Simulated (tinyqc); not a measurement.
Raman shift of the zone-centre optical phonon of a diamond-structure crystal under stress: one step, computed by the program tinyqc.

Axes x, y, z are the cube axes. Strain shifts the threefold optical mode and can split it; p, q and r are the phonon deformation potentials.

Task: Compliances. S11 = (C11 + C12)/D, S12 = -C12/D, D = (C11 - C12)(C11 + 2 C12), S44 = 1/C44.

Inputs (values chosen for the exercise, for a model crystal): C11 = 222 GPa; C12 = 105 GPa; C44 = 82.9 GPa.

Stress state: biaxial. Axis: [111].

Give: S11; S12; S44.

Result:

S11 = 6.470 1/TPa

S12 = -2.077 1/TPa

S44 = 12.06 1/TPa
